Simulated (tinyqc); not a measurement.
## Doping from the body effect

Inverse problem. The threshold of a long MOSFET, counted against the source, shifts by gamma (sqrt(2 phiF + Vsb) - sqrt(2 phiF)) with gamma = sqrt(2 eps0 eps_r q N)/Cox. Find 2 phiF, gamma and N from two shifts.

Values chosen for this exercise: relative permittivity eps_r = 9.83.

Constants: q = 1.602176634e-19 C, eps0 = 8.8541878128e-14 F/cm where lengths are in cm. Results are converted to the units shown.

|VT - VT(0)| at source-body biases 0.9 and 3.2 V (V): [0.038476641, 0.11969931]
Cox = 0.62471214 uF/cm^2

Answer. The ratio of the shifts depends on 2 phiF alone and rises steadily with it, so it fixes 2 phiF; either shift then gives gamma, and gamma gives N.

2 phiF = 2.89 V
gamma = 0.156 V^0.5
N = 3.40e16 cm^-3

tinyqc, about 0.01 s, one thread, Intel Xeon 2.30GHz (shared host): `OMP_NUM_THREADS=1 python tinyqc.py 2060005 2060006 out.jsonl`
